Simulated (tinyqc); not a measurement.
Three ways to the same curve: density of states of one tight-binding band on the triangular lattice.

E(k) = -2 t (cos 2 pi k1 + cos 2 pi k2 + cos 2 pi (k1 + k2)); k in fractions of the reciprocal vectors, mesh k_i = j/N with j = 0 .. N-1. Densities are per cell and per spin, so the band holds one state.

Each cell of the mesh is cut along (i+1, j)-(i, j+1) into two triangles. For corner energies e1 <= e2 <= e3 and eij = ei - ej, the share of the triangle below E is n = (E - e1)^2/(e21 e31) for e1 < E < e2 and n = 1 - (e3 - E)^2/(e31 e32) for e2 < E < e3; its density of states is g = dn/dE.

Gaussian broadening: g(E) = mean over the mesh of exp(-(E - E_k)^2/(2 sigma^2))/(sigma sqrt(2 pi)), n(E) = mean of erfc((E_k - E)/(sigma sqrt 2))/2.

Parameters, chosen for this exercise:

| symbol | value | unit | meaning |
|---|---|---|---|
| t | 1.17 | eV | nearest hopping |
| N2 | 16 |  | mesh points along each axis in this comparison |
| sigma | 0.117 | eV | Gaussian width |

N = N2 here; the reference is the linear method with N = 240.

g(E) (1/eV):

| E (eV) | reference | linear triangles | Gaussian, sigma | Gaussian, sigma/4 | reference n(E) |
|---|---|---|---|---|---|
| -6.062 | 0.042 | 0.045 | 0.062 | 0.005 | 0.039 |
| -5.105 | 0.046 | 0.046 | 0.001 | 0.000 | 0.081 |
| -4.147 | 0.050 | 0.050 | 0.079 | 0.275 | 0.127 |
| -3.190 | 0.055 | 0.056 | 0.132 | 0.000 | 0.177 |
| -2.233 | 0.062 | 0.062 | 0.053 | 0.000 | 0.233 |
| -1.276 | 0.071 | 0.073 | 0.160 | 0.606 | 0.296 |
| -0.318 | 0.085 | 0.084 | 0.039 | 0.000 | 0.371 |
| 0.639 | 0.108 | 0.110 | 0.018 | 0.000 | 0.462 |
| 1.596 | 0.157 | 0.166 | 0.185 | 0.086 | 0.584 |
| 2.553 | 0.253 | 0.258 | 0.164 | 0.000 | 0.817 |

Root-mean-square errors against the reference: 0.0036 for linear triangles, 0.0600 for sigma and 0.2085 for sigma/4. The narrow Gaussian is worse than the wide one, because it resolves the separate mesh levels. The reference is highest at 2.553 eV of the energies listed, and half filling lies between 0.639 and 1.596 eV.

(tinyqc, `OMP_NUM_THREADS=1 python tinyqc.py 1651812 1651813 out.jsonl`, Intel(R) Xeon(R) Processor @ 2.30GHz, 1 thread, shared host, about 0.09 s.)
